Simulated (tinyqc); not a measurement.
# The energy-gap law

Model: non-radiative capture by multiphonon emission, one effective mode. Computed by tinyqc, a small Python program. Command: `OMP_NUM_THREADS=1 python tinyqc.py 3018046 3018047 out.jsonl capture sweep`. One thread of a shared host (Intel(R) Xeon(R) Processor @ 2.30GHz), about 0.04 s of CPU time with the checks.

The initial state (free carrier plus empty centre) lies dE above the final state; both have the same frequency and are displaced by dQ.

Inputs (values chosen for the exercise, with mass, screening and phonons like those of CdS):
```
quantity,value,unit
phonon energy hbar omega,25.7,meV
Huang-Rhys factor S,9.02,-
electron-phonon coupling W,0.015,eV/(u^(1/2) angstrom)
cell volume V,2220,angstrom^3
degeneracy g,1,-
broadening b,20,meV
carrier mass m,0.798,m_0
dielectric constant eps,8.8,-
temperature T,120,K
defect density N_t,2e+16,cm^-3
```

Centre: repulsive.

Constants: hbar^2/u = 4.18015928e-03 eV angstrom^2; k_B = 8.617333262e-05 eV/K; hbar = 6.582119569e-16 eV s; Ry = 13.605693123 eV; k_B = 1.380649e-23 J/K; m_0 = 9.1093837015e-31 kg.

Method:
- dQ = sqrt(2 S (hbar^2/u)/hbar omega); relaxation energy lambda = S hbar omega; phonons needed P = dE/hbar omega; classical barrier E_b = (dE - lambda)^2/(4 lambda); occupation n = 1/(exp(hbar omega/k_B T) - 1).
- Huang-Rhys weight for a net emission of p phonons: L_p = exp(-S (2n + 1)) ((n + 1)/n)^(p/2) I_p(2 S sqrt(n (n + 1))), I_p the modified Bessel function.
- M_p = sum_m w_m <m_i|Q|(m + p)_f>^2 with Q counted from the final minimum and Boltzmann weights w_m for m = 0..24; <m_i|Q|k_f> = sqrt((hbar^2/u)/(2 hbar omega)) [sqrt(k) <m|k-1> + sqrt(k+1) <m|k+1>], with overlaps of oscillators displaced by d = sqrt(2 S) summed on 1500 points from -16 to 16 + d.
- The delta function is a Gaussian of standard deviation b at dE - p hbar omega.
- C_0 = V (2 pi/hbar) g W^2 sum_p M_p Gaussian_p. The sum runs over the seven p from round(P) - 3 to round(P) + 3; 1 angstrom^3 = 1e-24 cm^3.
- Sommerfeld factor of a repulsive centre: s(k) = 2 pi nu/(exp(2 pi nu) - 1), nu = sqrt(Ry*/E), Ry* = Ry m/eps^2, averaged over (2/sqrt(pi)) sqrt(x) exp(-x) dx with x = E/k_B T = t^2 (trapezoid, t to 6 in steps of 0.01).
- C = s C_0; v = sqrt(3 k_B T/m); sigma = C/v; tau = 1/(C N_t).

One run for each value:
```
energy released dE (eV),capture coefficient C (cm^3/s),classical barrier E_b (eV),P
0.234,1.746e-12,5.153e-06,9.11
0.298,1.554e-12,4.724e-03,11.60
0.362,8.556e-13,1.828e-02,14.09
0.426,3.120e-13,4.067e-02,16.58
0.490,7.947e-14,7.189e-02,19.07
0.555,1.431e-14,1.126e-01,21.60
0.619,1.987e-15,1.617e-01,24.09
0.683,2.134e-16,2.195e-01,26.58
0.747,1.814e-17,2.862e-01,29.07
```

What does the table show, and why?

Over the rows, capture coefficient C (cm^3/s) falls from 1.75e-12 to 1.81e-17 (exponent d ln y / d ln x -0.48 between the first rows and -28 between the last); classical barrier E_b (eV) rises from 5.15e-6 to 0.286 (exponent d ln y / d ln x 28 between the first rows and 3.0 between the last); P rises from 9.11 to 29.1 (exponent d ln y / d ln x about 1.0 throughout). ln C changes by -0.99 for each added phonon at the high end; the slope is still steepening, and becomes nearly constant only for P well above S.

Caution (all rows): the effective Bohr radius is under 10 angstrom, so the effective-mass Sommerfeld factor is rough. Caution (rows 0.426, 0.555, 0.683, 0.747): the largest term is not the one nearest energy conservation, so C_0 depends strongly on the broadening b.

Extremes, crossings and ranges named in words are read from the listed rows.
